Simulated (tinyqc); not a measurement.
Inside a calculation: Lorentz oscillators and the Kramers-Kronig relations. Values are carried at full precision from step to step, so a last printed digit may differ when a step is redone from the rounded ones.

eps(E) = 1 + sum_j S_j/(E0_j^2 - E^2 - i G_j E).

Constants: hbar c = 1973.269805 eV angstrom; hbar^2/2m0 = 3.80998211 eV angstrom^2; e^2/(4 pi eps0) = 14.39964547 eV angstrom.

Inputs chosen for the exercise: E0 = (11.35, 13.99) eV (resonances); G = (1.2, 3.79) eV (widths); S = (37.9, 83.5) eV^2 (strengths); E = 21.6 eV (photon energy); h = 0.8 eV (grid step); M = 36 (grid points E_j = j h); i = 3 (grid index at which eps1 is wanted).

## Dielectric function at one energy

Evaluate each oscillator and the sum.

terms: -0.1116+0.0086i  -0.2825+0.0854i

eps(E) = 0.6059+0.0939i
eps(0) = 1.7208

## Optical constants

n + i k = sqrt(eps1 + i eps2) with k >= 0; R = ((n - 1)^2 + k^2)/((n + 1)^2 + k^2) at normal incidence from vacuum; alpha = 2 E k/(hbar c), times 1e8 for 1/cm; loss function Im(-1/eps) = eps2/(eps1^2 + eps2^2).

Convert eps at the photon energy E into the optical constants.

n = 0.7807
k = 0.0602
R = 0.0163
alpha = 1.32e+05 1/cm
loss function = 0.2499
vacuum wavelength hc/E (hc = 1239.841984 eV nm) = 57.4 nm

The intensity falls to 1/e within 75.9 nm.

## Absorptive part on the grid

Tabulate eps2 at E_j = j h.

eps2(E_j), j = 1 .. M: 0.0089  0.0181  0.0282  0.0396  0.0532  0.0698  0.0912  0.1200  0.1608  0.2233  0.3298  0.5478  1.1687  3.1778  2.0474  1.6002  1.7333  1.5647  1.1176  0.7366  0.4926  0.3432  0.2493  0.1877  0.1456  0.1158  0.0939  0.0776  0.0650  0.0551  0.0473  0.0409  0.0357  0.0314  0.0278  0.0247

## eps1 at one grid point

Kramers-Kronig: eps1(E) = 1 + (2/pi) P integral_0^infinity E1 eps2(E1)/(E1^2 - E^2) dE1. Maclaurin rule on the grid E_j = j h, j = 1 .. M: eps1(E_i) = 1 + (4 h/pi) sum over j with j - i odd of E_j eps2(E_j)/(E_j^2 - E_i^2); nothing is added above E_M.

List the terms E_j eps2_j/(E_j^2 - E_i^2) for j - i odd, add them and form eps1.

terms in order of j (1/eV): -0.0091  0.0283  0.0194  0.0218  0.0307  0.0609  0.2974  0.1296  0.1118  0.0471  0.0199  0.0099  0.0056  0.0035  0.0023  0.0016  0.0012  0.0009

sum = 0.783 1/eV
eps1(E_i) = 1.797

The oscillator formula gives 1.746 at E_i = 2.4 eV. The rule samples every 2h = 1.6 eV against a narrowest width of 1.2 eV and stops at 28.8 eV; coarse sampling and the missing tail make the difference.

## The f-sum on the grid

W(E_M) = (2/pi) h sum_j E_j eps2_j, with half weight on the last point; the full integral equals sum S_j = (hbar omega_p)^2, and the electron density follows from (hbar omega_p)^2 = 8 pi c (e^2/(4 pi eps0)) N with c = hbar^2/2m0.

W(E_M) = 112.25 eV^2
sum S = 121.40 eV^2
share reached on this grid (a step near the line widths can inflate it) = 0.925
hbar omega_p = 11.018 eV
N = 8.80e+22 1/cm^3

## Checks

- The value of eps1 at 21.700 eV from a fine, long grid (with the tail of eps2 ~ 1/E^3 added) against the oscillator formula: both 0.611.

Program tinyqc; command `OMP_NUM_THREADS=1 python tinyqc.py 1650458 1650459 out.jsonl`; about 0.2 s on one thread of a shared Intel(R) Xeon(R) Processor @ 2.30GHz.
